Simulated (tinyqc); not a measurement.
Gated graphene: carriers, quantum capacitance and optical conductivity, step by step. Values are carried at full precision from step to step, so a last printed digit may differ when a step is redone from the rounded ones.

Cones E = +/- hv |k|, four flavours, D(E) = 2|E|/(pi hv^2). n = (2/pi)(kT/hv)^2 F_1(mu/kT), p = (2/pi)(kT/hv)^2 F_1(-mu/kT), in 1/angstrom^2 (1e16 for 1/cm^2); F_1(eta) = integral_0^infinity x dx/(1 + exp(x - eta)). Cq/e^2 = d(n - p)/d mu = (2 kT/(pi hv^2)) ln(2 + 2 cosh(mu/kT)).

Gate: V = mu/e + e (n - p)/Cox with Cox/e^2 = k/(4 pi e2 t), t in angstrom, e2 = e^2/(4 pi eps0); 1/(eV angstrom^2) in C/e^2 equals 1602.176634 microfarad/cm^2; total 1/C = 1/Cox + 1/Cq.

Constants: kB = 8.617333262e-05 eV/K; e^2/(4 pi eps0) = 14.39964547 eV angstrom; fine-structure constant alpha = 0.007297352564.

Values chosen for the exercise (Fermi velocity near that of graphene, gate dielectric near HfO2; the results hold for these values, not for the real material):
- hv = 6.5 eV angstrom (hbar vF)
- T = 150 K
- k = 17.26 (dielectric constant of the gate layer)
- t = 2 nm (its thickness)
- V = 0.03 V (gate voltage from the neutrality point)
- E = 0.057 eV (photon energy)
- Gm = 5 meV (intraband damping)

## Chemical potential at the gate voltage

Solve the gate equation for mu.

Cox = 7.641 microfarad/cm^2
mu = 0.0280 eV
n = 9.77e+10 1/cm^2
p = 2.80e+09 1/cm^2

mu takes 93.4 % of the gate voltage; the zero-temperature rule |mu| = hv sqrt(pi |n - p|) gives 0.0355 eV.

## Quantum capacitance

1/(eV angstrom^2) in C/e^2 equals 1602.176634 microfarad/cm^2; 1/C = 1/Cox + 1/Cq.

Cq = 0.7439 microfarad/cm^2
C = 0.6779 microfarad/cm^2
Cq at mu = 0 = 0.4326 microfarad/cm^2

C is 0.089 of Cox.

## Optical conductivity at one energy

Conductivity over sigma0 = e^2/(4 hbar): interband Re = sinh(E/2kT)/(cosh(mu/kT) + cosh(E/2kT)); intraband Re = (8 kT/pi) ln(2 cosh(mu/2kT)) Gm/(E^2 + Gm^2). A free sheet absorbs about pi alpha_f Re(sigma/sigma0), alpha_f the fine-structure constant (alpha among the constants).

Evaluate both parts and the absorption.

interband = 0.4970
intraband = 0.0599
absorption = 1.277 %

E is within 2 kT of 2|mu| = 0.0560 eV; at this temperature interband transitions are about half blocked; the universal value is pi alpha_f = 2.293 %.

## Checks

- Cq/e^2 against the finite difference of n - p (1/(eV angstrom^2)): both 0.0004643.

tinyqc: `OMP_NUM_THREADS=1 python tinyqc.py 1652503 1652504 out.jsonl`; about 0.01 s, one thread, shared Intel(R) Xeon(R) Processor @ 2.30GHz.
